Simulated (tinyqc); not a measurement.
# Ideality, resistance and saturation current from three points

Inverse problem. Well above I0 a diode obeys V = n Vt ln(I/I0) + Rs I. Find n, Rs and I0.

Parameters, values chosen for the exercise:

| symbol | value | unit | meaning |
|---|---|---|---|
| T | 300 | K | temperature |

Constants: q = 1.602176634e-19 C, kB = 1.380649e-23 J/K, Vt = kB T/q. Results are converted to the units shown.

I (A): 0.00015  0.0018  0.021
V (V): 0.11777219  0.20425837  0.45139618

Solution. The equation is linear in a = n Vt, Rs and c = -a ln I0; three points give a 3 x 3 system.

n = 1.110
Rs = 9.200 ohm
I0 = 2.598e-6 A

tinyqc, about 0.01 s, one thread, Intel Xeon 2.30GHz (shared host): `OMP_NUM_THREADS=1 python tinyqc.py 2640077 2640078 out.jsonl`
